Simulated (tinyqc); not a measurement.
Full law against its linear and parabolic limits: Deal-Grove kinetics of thermal oxidation of silicon. Computed by tinyqc, a small Python program. Command: `OMP_NUM_THREADS=1 python tinyqc.py 3001255 3001256 out.jsonl oxide walk`. One thread of a shared host (Intel(R) Xeon(R) Processor @ 2.30GHz), about 0.03 s of CPU time with the checks.

Oxidant diffuses through the oxide and reacts at the interface, so that dx/dt = B/(A + 2x) for the oxide thickness x.

Inputs (values chosen for the exercise, close to those used for silicon):
```
quantity                       value    unit
prefactor B0                     769  um^2/h
activation energy E_B           1.22      eV
prefactor (B/A)0            6.07e+06    um/h
activation energy E_A           1.98      eV
temperature T                   1000       C
oxidant pressure p                 1     atm
pressure exponent m of B/A      0.76       -
initial oxide x_i              0.025      um
time t                          0.21       h
```

Ambient: dry oxygen. Surface: (111).

Constants: k_B = 8.617333262e-05 eV/K.

Method:
- B = B0 p exp(-E_B/(k_B T)), B/A = (B/A)0 p^m exp(-E_A/(k_B T)), p in atm; A = B/(B/A).
- Temperatures in kelvin are T(C) + 273.15.
- tau = (x_i^2 + A x_i)/B and x = (A/2) [sqrt(1 + 4 B (t + tau)/A^2) - 1], the root of x^2 + A x = B (t + tau).
- Silicon consumed is 0.44 times the oxide grown; the rate is B/(A + 2x).
- Linear limit x = (B/A)(t + tau); parabolic limit x = sqrt(B (t + tau)).

tau = 0.338403 h

length A = 0.129183 um

parabolic constant B = 0.0113905 um^2/h

linear constant B/A = 0.0881733 um/h

Thickness (um):
```
t (h)     full  linear limit  parabolic limit    2x/A
0.05   0.02812        0.0342          0.06651  0.4354
0.1    0.03115        0.0387          0.07067  0.4822
0.25   0.03969        0.0519          0.08187  0.6144
0.5    0.05255        0.0739          0.09772  0.8136
1      0.07475        0.1180          0.12347  1.1573
2      0.11093        0.2062          0.16320  1.7174
4      0.16690        0.3825          0.22230  2.5839
8      0.25029        0.7352          0.30819  3.8750
16     0.37161        1.4406          0.43140  5.7533
32     0.54575        2.8514          0.60692  8.4493
```

What follows from these numbers?

Both limits lie above the full result, since each drops one resistance. The linear law overshoots by 22 % in the first row and 420 % in the last, the parabolic law by 140 % and 11 %. The better limit switches between 1 and 2 h; both give the same value where B (t + tau) = A^2, at 2x/A = sqrt5 - 1 = 1.24.

Extremes, crossings and ranges named in words are read from the listed rows.
